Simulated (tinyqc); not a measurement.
Ellipsometry and reflectance of a transparent film on an absorbing substrate: one step of the calculation.

Air (index 1), film, substrate with N2 = n2 - i k2; time factor exp(+i w t). q_j = sqrt(N_j^2 - sin^2 th), root with positive real part. Fresnel coefficients r_s = (q_a - q_b)/(q_a + q_b), r_p = (N_b^2 q_a - N_a^2 q_b)/(N_b^2 q_a + N_a^2 q_b). tan(Psi) exp(i Delta) = R_p/R_s, Delta taken from 0 to 360 degrees.

Question. Interface coefficients and thickness period. q0, q1, q2 and the coefficients r01 and r12 for p and s; the results repeat in d with the period lam/(2 q1).

Values chosen for this exercise; indices close to those of aluminium oxide on silicon: wavelength lam = 800 nm; angle of incidence th = 65 degrees; index of the transparent film n1 = 1.647; index of the substrate n2 = 3.692; extinction coefficient of the substrate k2 = 0.0065.

Find: q0; q1; q2; r01,p; r01,s; r12,p; r12,s; period.

Answer.

q0 = 0.4226
q1 = 1.375
q2 = 3.579-0.007i
r01,p = -0.09074
r01,s = -0.5299
r12,p = 0.3176-0.0007i
r12,s = -0.4448+0.0008i
period = 290.9 nm

Numbers from tinyqc (`OMP_NUM_THREADS=1 python tinyqc.py 2870132 2870133 out.jsonl`; about 0.3 s on one thread of a shared Intel Xeon 2.30GHz).
